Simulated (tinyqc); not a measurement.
Admittance spectroscopy and thermally stimulated current of one trap level in a depletion layer: one step, computed by the program tinyqc. Command: `OMP_NUM_THREADS=1 python tinyqc.py 3113466 3113467 out.jsonl admit walk`. One thread of a shared host (Intel(R) Xeon(R) Processor @ 2.30GHz), about 0.01 s of CPU time with the checks.

A Schottky junction on n-type material holds one donor-like electron trap; shallow donors are fully ionised and abrupt depletion edges are assumed.

Problem. The capacitance step. With E_c - E_F = k_B T_p ln(N_c/N): lambda = sqrt(2 eps eps_0 (E_t - (E_c - E_F))/(e^2 N)); traps are empty and charged for x < x_t = w - lambda, and V_b = e (N w^2 + N_t x_t^2)/(2 eps eps_0). High frequency: C_hf = eps eps_0/w. Low frequency: C_lf = eps eps_0 (N + N_t)/(N w + N_t x_t).

Inputs (values chosen for the exercise, modelled on n-type 4H-SiC):
```
quantity,value,unit
dielectric constant eps,9.69,-
shallow doping N,1.6e+15,1/cm^3
trap density N_t,4.3e+14,1/cm^3
trap depth E_t below the band,0.597,eV
band bending V_b,1.9,V
```

E_c - E_F = k_B T_p ln(N_c/N) = 0.3354444 eV

Constants: eps_0 = 8.8541878128e-12 F/m; e = 1.602176634e-19 C.

Give: lambda; depletion width w; crossing point x_t; C_hf; C_lf; step (C_lf - C_hf)/C_hf; small-N_t estimate (N_t/N)(lambda/w).

Solution.

lambda = 418.4 nm

depletion width w = 1075 nm

crossing point x_t = 656.7 nm

C_hf = 7.980 nF/cm^2

C_lf = 8.697 nF/cm^2

step (C_lf - C_hf)/C_hf = 0.08984

small-N_t estimate (N_t/N)(lambda/w) = 0.1046

Reading N_t/N straight from the step would give 0.0898 against the true 0.269: the factor lambda/w must be known.
